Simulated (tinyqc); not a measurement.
Worked calculation: six-band hole subbands of a thin body in a field. Values are carried at full precision from step to step, so a last printed digit may differ when a step is redone from the rounded ones.

Constants: hbar^2/2m0 = 3.80998211 eV angstrom^2.

Parameters, chosen for this exercise (near those of a p-type Ge channel; shifted at random, so the results belong to these values and not to a real crystal):
```
symbol  value                 unit        meaning
S       (9.84, -2.68, 15.14)  1/TPa       compliances s11, s12, s44
sx      -1                    GPa         stress along the channel [1-10], negative in compression
b       -2.52                 eV          tetragonal potential
d       -5.41                 eV          trigonal potential
g1      13.32                             Luttinger gamma1
g2      4.25                              gamma2
g3      5.67                              gamma3
face    110                               surface
Dso     0.291                 eV          spin-orbit splitting
t       45                    angstrom    body thickness
F       0.2                   MV/cm       field across the body
kmax    0.06                  1/angstrom  end of the path
```

## Strain and its block

exx = eyy = (s11 + s12) sx/2, ezz = s12 sx, exy = -s44 sx/4 (1 GPa/TPa = 1e-3). With e0 the traceless part, B_XX = 2b e0xx - b (e0yy + e0zz) and B_XY = sqrt(3) d exy.

strain, rows x, y, z and columns alike:
```
[[-0.003580, 0.003785, 0],
 [0.003785, -0.003580, 0],
 [0, 0, 0.002680]]
```

B (eV), rows X, Y, Z and columns alike:
```
[[0.01578, -0.03547, 0],
 [-0.03547, 0.01578, 0],
 [0, 0, -0.03155]]
```

## Confinement masses without spin-orbit coupling

C(n n^T)/c has C_XX = (g1 + 4 g2) nx^2 + (g1 - 2 g2)(ny^2 + nz^2) and C_XY = 6 g3 nx ny, n the unit normal; its eigenvalues are the inverse masses along n.

C(n n^T)/c, rows X, Y, Z and columns alike:
```
[[17.5700, 17.0100, 0],
 [17.0100, 17.5700, 0],
 [0, 0, 4.8200]]
```

masses (m0): [1.7857, 0.2075, 0.0289]

The heaviest mass, 1.79, comes from a near cancellation among the gammas, so a few per cent in them move it strongly.

## The matrix for one sine at q = 0

Basis X, Y, Z times spin, hole energies counted downwards from the unstrained edge (the hydrostatic shift is left out), c = hbar^2/2m0. For a symmetric tensor T let C(T) have C_XX = L Txx + M (Tyy + Tzz), C_XY = N Txy (cyclic), L = c (g1 + 4 g2), M = c (g1 - 2 g2), N = 6 c g3. k = q + kz n, n the unit normal, q = k1 u + k2 v with u along the channel [1-10] and v = n x u. H = C(k k^T) + (Dso/3)(1 - L.sigma) - B + e F z with (L_k)_ij = -i epsilon_kij; B is the block C built from the traceless strain with 2b, -b and sqrt(3) d in place of L, M, N. Strain: exx = eyy = (s11 + s12) sx/2, ezz = s12 sx, exy = -s44 sx/4. Hard walls at z = 0 and t; basis sin(j pi z/t), j = 1 to Nz: kz^2 = (j pi/t)^2, kz = -i D with D_jl = 4 j l/(t (j^2 - l^2)), z_jj = t/2 and z_jl = -8 t j l/(pi (j^2 - l^2))^2 for j + l odd; 1 MV/cm = 0.01 eV/angstrom.

Nz = 1, in meV.

H (meV), rows X+, Y+, Z+, X-, Y-, Z- and columns alike:
```
[[452.49, 351.33+97.00i, 0, 0, 0, -97.00],
 [351.33-97.00i, 452.49, 0, 0, 0, 97.00i],
 [0, 0, 263.05, 97.00, -97.00i, 0],
 [0, 0, 97.00, 452.49, 351.33-97.00i, 0],
 [0, 0, 97.00i, 351.33+97.00i, 452.49, 0],
 [-97.00, -97.00i, 0, 0, 0, 263.05]]
```

## Its levels

Diagonalise; the levels come in pairs. Give each pair and its weights on X, Y, Z, summed over spin and averaged over the pair.

levels (meV): [52.58, 277.43, 838.02]

weights, rows X, Y, Z; columns pair 1, pair 2, pair 3:
```
[[0.423, 0.095, 0.482],
 [0.423, 0.095, 0.482],
 [0.153, 0.811, 0.036]]
```

## More sines

The four lowest pairs at q = 0.

Hole energies (meV):
```
Nz  pair 1  pair 2  pair 3  pair 4
1    52.58  277.43  838.02       -
2    48.31  112.19  276.56  548.63
4    48.13  107.63  172.17  253.40
8    48.12  107.62  172.08  250.10
16   48.12  107.61  172.08  250.10
```

One sine is 4.46 meV off in the top subband, since the field mixes the sines. The second pair lies 59.5 meV deeper.

## Dispersion of the top subband

Nz = 14; the two lowest levels (spin-split where the field breaks inversion), in meV from their value at q = 0.

Energies (meV):
```
|q| (1/angstrom)     u a     u b    v a    v b
0.015              20.30   24.00   5.71   6.52
0.030              79.18   84.35  21.47  24.10
0.045             143.97  148.73  43.89  49.81
0.060             188.37  192.45  71.25  81.39
```

From the mean of each pair in the first row, c q^2/E gives 0.04 m0 along u and 0.14 m0 along v. The largest distance between a and b in the table is 10.15 meV. These masses hold for the first row only: the band bends further out.

## Checks

- Top level at q = 0 on (001) without field and stress against c (g1 - 2 g2)(pi/t)^2, eV: both 0.08950.
- Hermiticity, and E(q) against E(-q): they agree to 1e-10 or better.

tinyqc: `OMP_NUM_THREADS=1 python tinyqc.py 1251287 1251288 out.jsonl`; about 0.3 s, one thread, shared Intel(R) Xeon(R) Processor @ 2.30GHz.
